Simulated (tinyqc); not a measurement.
Surface potential of a MOS transistor: implicit equation and explicit approximations: effect of the insulator thickness at fixed gate voltage.

p-type body, charge-sheet picture, depletion and inversion only, full ionisation (an idealisation for deep acceptors), Boltzmann statistics (rough once Na exp(x - xn) passes about Nc/7). In units of Vt: xg = (Vg - Vfb)/Vt, x = psi/Vt, G = gamma/sqrt(Vt), xn = (2 phiF + Vc)/Vt. The implicit equation is (xg - x)^2 = G^2 [x - 1 + exp(x - xn)] for x above about 3. Cox = eps0 eox/tox.

ni = sqrt(Nc Nv) exp(-Eg/(2 Vt)), Eg in volts; phiF = Vt ln(Na/ni); gamma = sqrt(2 q eps0 eps_r Na)/Cox; VT = Vfb + Vt (xn + G sqrt(xn - 1)). Depletion value a = 1 + [sqrt(G^2/4 + xg - 1) - G/2]^2; inversion value b = xn + ln[(xg - xn)^2/G^2 - xn + 1] and first guess y = min(a, b) - ln(1 + exp(-|a - b|)) if a > xn + 1, else b = y = a; one second-order correction with D = exp(y - xn), p = 2 (xg - y) + G^2 (1 + D), w = (xg - y)^2 - G^2 (y - 1 + D): z = y + 2 w/(p + sqrt(p^2 - 2 (2 - G^2 D) w)), or the Newton step z = y + w/p where the root is not real. N_inv = (Cox Vt G/q) [sqrt(x - 1 + exp(x - xn)) - sqrt(x - 1)] at the root. Lambert form (Cox m Vt/q) W0[(G/(2 m sqrt(xn - 1))) exp((Vg - VT)/(m Vt))], m = 1 + G/(2 sqrt(xn - 1)). Errors under 1e-4 mV, and the linear form below VT, are printed as 0.

Parameters, values chosen for the exercise; band and dielectric values close to those of silicon: temperature T = 250 K; band gap Eg = 1.1 eV; relative permittivity eps_r = 11.5; conduction-band density of states at T Nc = 2.15e19 cm^-3; valence-band density of states at T Nv = 2.01e19 cm^-3; relative permittivity of the gate insulator (close to silicon dioxide) eox = 3.9; acceptor density Na = 4.6e17 cm^-3; flat-band voltage Vfb = -0.48 V; channel-body voltage Vc = 0 V; gate-body voltage Vg = 1.63 V.

Constants: q = 1.602176634e-19 C, kB = 1.380649e-23 J/K, Vt = kB T/q, eps0 = 8.8541878128e-14 F/cm where lengths are in cm. Results are converted to the units shown.

Result of one run:

| psi (V) | x - xn | error of y (mV) | error of z (mV) | N_inv (cm^-2) | Cox (Vg - VT)/q (cm^-2) | Lambert form (cm^-2) |
|---|---|---|---|---|---|---|
| 0.4927 | -20.57 | 0 | 0 | 44.41 | 0 | 4.943 |

Which insulator thickness tox gave this result: 4.3, 5.9, 11, 15 or 21 nm?

tox = 21 nm.

The whole series:

| tox (nm) | psi (V) | x - xn | error of y (mV) | error of z (mV) | N_inv (cm^-2) | Cox (Vg - VT)/q (cm^-2) | Lambert form (cm^-2) |
|---|---|---|---|---|---|---|---|
| 4.3 | 1.047 | 5.179 | 5.81 | -0.0853 | 2.877e12 | 3.573e12 | 2.940e12 |
| 5.9 | 1.029 | 4.343 | 6.42 | -0.117 | 1.520e12 | 1.977e12 | 1.549e12 |
| 8.1 | 1.004 | 3.145 | 8.83 | -0.325 | 5.479e11 | 8.123e11 | 5.571e11 |
| 11 | 0.9267 | -0.4212 | 5.54 | -0.0153 | 1.790e10 | 0 | 1.787e10 |
| 15 | 0.7118 | -10.40 | 3.31e-4 | 0 | 9.572e5 | 0 | 5.912e5 |
| 21 | 0.4927 | -20.57 | 0 | 0 | 44.41 | 0 | 4.943 |

As tox goes from 4.3 to 21, psi falls from 1.05 to 0.493 V, x - xn falls from 5.18 to -20.6 and N_inv falls from 2.88e12 to 44.4 cm^-2. The Lambert form lies between 0.111 and 1.02 times N_inv. For tox = 4.3, 5.9, 8.1 the electron quasi-Fermi level lies less than 2 Vt below the band edge at the surface, or above it, where degeneracy and confinement, left out, matter.

Program tinyqc, `OMP_NUM_THREADS=1 python tinyqc.py 2122201 2122202 out.jsonl`; Intel Xeon 2.30GHz, shared host, one thread, about 0.01 s.
